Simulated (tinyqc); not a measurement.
## Internal photoemission over an interface barrier: threshold and yield against field

Electrons are excited from the valence band of a semiconductor over the barrier Phi(F) = P0 - sqrt(q F/(4 pi eps0 ei)), whose top lies at xm = sqrt(q/(16 pi eps0 ei F)). The yield is Y = A (hv - Phi)^p exp(-xm/l), with A = 1 here.

The yield is taken at hv = 3.22 eV.

Parameters, values chosen for the exercise; dielectric values close to those of silicon nitride: barrier at zero field P0 = 2.92 eV; image-force permittivity ei = 4.1; exponent of the yield p = 3; scattering length in the image well l = 4.3 nm.

Constants: q = 1.602176634e-19 C, eps0 = 8.8541878128e-14 F/cm where lengths are in cm. Results are converted to the units shown.

Threshold and yield against field:
```
F (MV/cm)  sqrt(F) ((MV/cm)^0.5)  Phi (eV)  xm (nm)        Y
0.1                       0.3162     2.861    2.963  0.02328
0.19                      0.4359     2.838    2.150  0.03373
0.35                      0.5916     2.809    1.584  0.04799
0.64                      0.8000     2.770    1.171  0.06936
1.2                        1.095     2.715   0.8554   0.1057
2.1                        1.449     2.648   0.6466   0.1607
3.9                        1.975     2.550   0.4745   0.2695
7.2                        2.683     2.417   0.3492   0.4772
```

Phi is linear in sqrt(F) with slope -0.187 eV and intercept P0 = 2.92 eV. The yield grows by a factor of 20.5, of which 1.84 comes from less scattering, as xm shrinks from 2.96 to 0.349 nm, and the rest from the lower barrier. For F = 7.2 xm is within about two atomic layers of the interface, where the classical image potential fails.

tinyqc, about 0.01 s, one thread, Intel Xeon 2.30GHz (shared host): `OMP_NUM_THREADS=1 python tinyqc.py 2410078 2410079 out.jsonl`
